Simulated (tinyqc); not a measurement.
Worked calculation: velocity overshoot from momentum and energy balance equations after a field step. Computed by tinyqc, a small Python program that keeps every step. Command: `OMP_NUM_THREADS=1 python tinyqc.py 3001242 3001243 out.jsonl overshoot walk`. One thread of a shared host (Intel(R) Xeon(R) Processor @ 2.30GHz), about 0.01 s of CPU time with the checks. Intermediate numbers are printed to about 6 digits and carried at full precision; extremes and crossings named in words are read from the listed rows.

At t = 0 the field jumps from 0 to F in a uniform sample. v is the drift velocity and u = w - (3/2) k_B T the excess energy per carrier.

Inputs (values chosen for the exercise, modelled on electrons in GaN except for tau_E):

| quantity | value | unit |
|---|---|---|
| effective mass m | 0.2 | m_0 |
| low-field mobility mu_0 | 1300 | cm^2/(V s) |
| saturation velocity v_s | 2.1 | 1e7 cm/s |
| energy relaxation time tau_E | 0.21 | ps |
| field after the step F | 71 | kV/cm |
| lattice temperature T | 300 | K |
| time step dt | 4 | fs |

Scheme: explicit Euler.

Constants: m_0 = 9.1093837015e-31 kg; e = 1.602176634e-19 C; k_B = 8.617333262e-05 eV/K.

## Constants and steady state

dv/dt = e F/m - v/tau_m(u), du/dt = e F v - u/tau_E, tau_m(u) = tau_0/(1 + c u), tau_0 = m mu_0/e, c = mu_0/(e tau_E v_s^2); this choice gives the steady state v (1 + mu_0 F v/v_s^2) = mu_0 F, which saturates at v_s. Steady velocity v = 2 mu_0 F/(1 + sqrt(1 + 4 (mu_0 F/v_s)^2)); u = e F v tau_E; carrier temperature T + 2u/(3 k_B), neglecting the drift energy m v^2/2.

tau_0 = 147.826 fs

c = 14.0374 1/eV

acceleration e F/m = 0.0624381 1e7 cm/s per fs

steady velocity = 1.87465 1e7 cm/s

steady excess energy = 0.279510 eV

steady carrier temperature = 2462.39 K

tau_E/tau_0 = 1.42, and in the steady state tau_m has shrunk to 30.0 fs.

## First four steps

dv/dt = e F/m - v/tau_m(u), du/dt = e F v - u/tau_E, tau_m(u) = tau_0/(1 + c u), tau_0 = m mu_0/e, c = mu_0/(e tau_E v_s^2); this choice gives the steady state v (1 + mu_0 F v/v_s^2) = mu_0 F, which saturates at v_s. Step: v_new = v + dt (e F/m - v/tau_m(u)), u_new = u + dt (e F v - u/tau_E). Start v = u = 0; the distance adds dt (v + v_new)/2.

Steps:

| step | t (fs) | v (1e7 cm/s) | u (eV) | tau_m (fs) |
|---|---|---|---|---|
| 1 | 4 | 0.249752 | 0.00000000 | 147.826 |
| 2 | 8 | 0.492747 | 0.00070930 | 146.369 |
| 3 | 12 | 0.729033 | 0.00209519 | 143.603 |
| 4 | 16 | 0.958479 | 0.00412573 | 139.734 |

After the first step u is still 0, below the drift energy m v^2/2, because the explicit scheme uses the old v: an error of the finite time step.

## The whole transient

Run to 8 times the larger of tau_E and tau_0, but at most 20001 steps, and stop early if |v| > 1000 v_s or u < -1/(2c); the run is accepted if the last v is within 0.5 % of the steady value.

Selected steps, the peak among them:

| step | t (fs) | v (1e7 cm/s) | u (eV) | distance (nm) |
|---|---|---|---|---|
| 1 | 4.00000e+00 | 0.24975 | 0 | 4.99505e-02 |
| 2 | 8.00000e+00 | 0.49275 | 7.09297e-04 | 1.98450e-01 |
| 4 | 1.60000e+01 | 0.95848 | 4.12573e-03 | 7.80309e-01 |
| 6 | 2.40000e+01 | 1.39556 | 9.99375e-03 | 1.72343e+00 |
| 10 | 4.00000e+01 | 2.16766 | 2.80377e-02 | 4.59267e+00 |
| 16 | 6.40000e+01 | 2.99531 | 6.65246e-02 | 1.08747e+01 |
| 24 | 9.60000e+01 | 3.38116 | 1.25814e-01 | 2.12856e+01 |
| 25 | 1.00000e+02 | 3.37784 | 1.33020e-01 | 2.26374e+01 |
| 41 | 1.64000e+02 | 2.69170 | 2.19678e-01 | 4.23710e+01 |
| 65 | 2.60000e+02 | 2.04297 | 2.64022e-01 | 6.43460e+01 |
| 104 | 4.16000e+02 | 1.89554 | 2.76942e-01 | 9.46303e+01 |
| 166 | 6.64000e+02 | 1.87610 | 2.79323e-01 | 1.41299e+02 |
| 264 | 1.05600e+03 | 1.87467 | 2.79507e-01 | 2.14799e+02 |
| 421 | 1.68400e+03 | 1.87465 | 2.79510e-01 | 3.32527e+02 |

peak velocity = 3.38116 1e7 cm/s

time of the peak = 96 fs

distance at the peak = 21.2856 nm

last relative deviation from the steady velocity = 1.79616e-08

peak over steady velocity = 1.80362

The velocity overshoots to 1.80 times its steady value: momentum follows the field within tau_m while the energy, and with it the scattering rate, builds up over tau_E. A channel shorter than a few times 21 nm would see this.

## Error of the time step

The peak velocity is recomputed with dt/2 and dt/4 and by an adaptive Runge-Kutta method (tolerance 1e-9).

Peak velocity:

| step | v_peak (1e7 cm/s) | error (%) |
|---|---|---|
| dt | 3.38116 | 2.59958 |
| dt/2 | 3.33701 | 1.25989 |
| dt/4 | 3.31606 | 0.62418 |
| adaptive | 3.29549 | 0.00000 |

The explicit scheme puts the peak 2.60 % too high; halving dt divides the error by 2.06, as a first-order method should.

Checks made by the program: peak at dt/4 against the adaptive solution (relative difference 6e-03).
